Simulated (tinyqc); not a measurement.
Raman line shape of confined optical phonons and breathing modes of small crystals. Changing the confinement constant beta. Computed by tinyqc, a small Python program. Command: `OMP_NUM_THREADS=1 python tinyqc.py 3029796 3029797 out.jsonl confine sweep`. One thread of a shared host (Intel(R) Xeon(R) Processor @ 2.30GHz), about 0.05 s of CPU time with the checks.

Confinement in 1 direction(s) lets phonons with q away from zero scatter light. q is in units of 2 pi/a, from 0 to 1, and the branch is isotropic: omega(q)^2 = (omega_0^2 + omega_X^2)/2 + ((omega_0^2 - omega_X^2)/2) cos(pi q). The model and its constant beta are phenomenological; beta = 8 is the common choice.

Inputs (values chosen for the exercise, modelled on silicon):
```
quantity                                value      unit
bulk frequency omega_0                  520.6      1/cm
frequency at the zone boundary omega_X    413      1/cm
natural width Gamma_0                     3.4      1/cm
lattice constant a                      5.431  angstrom
size L                                    7.4        nm
```

Shape: film.

Method:
- Weight W(q) = q^0 exp(-(2 L q/a)^2/(2 beta)) dq, that is exp(-k^2 L^2/(2 beta pi^2)) for k = 2 pi q/a.
- Width q_c = a sqrt(2 beta)/(2 L), where the exponential falls to 1/e; curvature of the branch: omega(q) = omega_0 - c q^2, c = pi^2 (omega_0^2 - omega_X^2)/(8 omega_0); for small q_c the mean of q^2 is (number of confined directions) q_c^2/2, and the mean shift is -c times that.
- I(omega) = int W(q) / [(omega - omega(q))^2 + (Gamma_0/2)^2] dq / int W dq x (Gamma_0/2)^2, by 400 Gauss-Legendre points on 0 < q < min(1, 2.5 a sqrt(2 beta)/L).
- The peak is the maximum of I; the width is taken between the half-maximum points, and the asymmetry is the low-side half-width over the high-side one.

One run for each value:
```
confinement constant beta  peak shift (1/cm)  full width (1/cm)  asymmetry  q_c (2 pi/a)
1.0                                 -0.25150             3.6335     1.0630        0.0519
1.5                                 -0.32992             3.8040     1.1197        0.0636
2.0                                 -0.39079             3.9705     1.1771        0.0734
3.0                                 -0.48042             4.2780     1.2861        0.0899
4.0                                 -0.54428             4.5522     1.3851        0.1038
6.0                                 -0.63085             5.0213     1.5575        0.1271
8.0                                 -0.68776             5.4132     1.7039        0.1468
12.0                                -0.75918             6.0440     1.9432        0.1798
```

Over the rows, peak shift (1/cm) falls from -0.252 to -0.759 (exponent d ln y / d ln x 0.67 between the first rows and 0.24 between the last); full width (1/cm) rises from 3.63 to 6.04 (exponent d ln y / d ln x 0.11 between the first rows and 0.27 between the last); asymmetry rises from 1.06 to 1.94 (exponent d ln y / d ln x 0.13 between the first rows and 0.32 between the last). Only L^2/beta enters, so a size read from a line shape is uncertain by the square root of the uncertainty in beta.

Extremes, crossings and ranges named in words are read from the listed rows.
